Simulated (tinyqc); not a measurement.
Worked calculation: oxidation of curved silicon (wires and holes): cylindrical Deal-Grove kinetics with stress-retarded reaction. Computed by tinyqc, a small Python program that keeps every step. Command: `OMP_NUM_THREADS=1 python tinyqc.py 3025068 3025069 out.jsonl wireox walk`. One thread of a shared host (Intel(R) Xeon(R) Processor @ 2.30GHz), about 0.01 s of CPU time with the checks. Intermediate numbers are printed to about 6 digits and carried at full precision; extremes and crossings named in words are read from the listed rows.

Silicon fills r < a and oxide a < r < b. One volume of silicon gives 2.25 volumes of oxide, and the length is fixed.

Inputs (values chosen for the exercise, close to those used for silicon in steam): prefactor B0 = 421 um^2/h; activation energy E_B = 0.779 eV; prefactor (B/A)0 = 1.43e+08 um/h; activation energy E_A = 2.06 eV; starting silicon radius a0 = 95 nm; starting oxide x_i = 3 nm; viscosity prefactor eta0 = 6.9e-09 Pa s; viscosity energy E_eta = 5.41 eV; critical shear stress s_c = 65 MPa; activation volume V_k = 8.9 angstrom^3; temperature T = 875 C; time t = 1.1 h.

Shape: wire (convex).

Constants: k_B = 8.617333262e-05 eV/K.

## Planar constants and viscosity

B = B0 exp(-E_B/(k_B T)), B/A = (B/A)0 exp(-E_A/(k_B T)), eta = eta0 exp(E_eta/(k_B T)); 1 um = 1000 nm. Temperatures in kelvin are T(C) + 273.15.

B = 160280 nm^2/h

B/A = 129.722 nm/h

low-stress viscosity eta = 3.85408e+15 Pa s

k_B T = 0.0989399 eV

## Rate at the start

Geometry: b^2 = b0^2 + 1.25 (a0^2 - a^2), b0 = a0 + x_i. Rate of oxide made per interface area: q = 1/[1/k + 2 a |ln(b/a)|/B], and |da/dt| = q/2.25. Reaction k = (B/A) exp(-sigma V_k/(k_B T)). New oxide pushes the old with radial speed u = 1.25 |da/dt| at r = a; the shear stress at radius r is s_c asinh(z a^2/r^2), z = 2 eta u/(a s_c) (Eyring flow), and the compressive normal stress at the interface is sigma = |int_a^b 2 s/r dr| = s_c |F(z) - F(z a^2/b^2)|, F(y) = int_0^y asinh(w)/w dw. q and sigma are solved together. 1 MPa angstrom^3 = 6.241509e-6 eV.

oxide radius b0 = 98 nm

rate q without stress = 129.105 nm/h

normal stress sigma = 43.4862 MPa

factor on the reaction = 0.975880

rate q with stress = 126.005 nm/h

## State after time t

Integrate da/dt adaptively (tolerance 1e-8); a wire counts as consumed at a = 0.5 nm and a hole as closed at b = 0.5 nm. Planar reference: x^2 + A x = B t + x_i^2 + A x_i, A = B/(B/A).

silicon radius a = 52.5490 nm

oxide thickness = 79.4870 nm

normal stress at time t = 1172.80 MPa

planar thickness = 131.670 nm

ratio to the planar thickness = 0.603684

Stress now cuts the reaction constant to 52 % of its planar value. Caution: the oxide is taken as a purely viscous fluid in steady flow; elasticity, stress-dependent diffusion and thin-oxide enhancement are left out.

## Geometry alone against geometry with stress

A dash marks a stress-free run that has consumed the wire or closed the hole.

Oxide thickness (nm):
```
t (h)   planar  curved, no stress  curved, with stress   a (nm)  sigma (MPa)
0.033    7.246              7.126                6.966  93.1866       100.28
0.110   17.042             16.317               15.407  89.1926       219.16
0.220   30.779             28.547               25.944  83.9478       365.47
0.440   57.417             50.553               43.347  74.6411       608.50
0.770   95.510             79.130               63.634  62.7265       908.83
1.100  131.670            103.903               79.487  52.5490      1172.80
1.650  188.339            139.133               99.562  38.4232      1583.10
2.200  241.279                  -              114.218  27.0899      1992.73
```

At 1.65 h the thickness is 0.739 of the planar value from geometry alone and 0.529 with stress. On a wire the new oxide spreads over a larger circumference, which thins it, while the oxidant converges on a smaller interface. Stress and geometry both count. Caution: rows with a normal stress above about 1.5 GPa lie beyond the range of a viscous flow law. Caution: elasticity of the oxide, stress-dependent diffusion and thin-oxide enhancement are left out.

Checks made by the program: large-radius limit against the planar law (relative difference 6e-07).
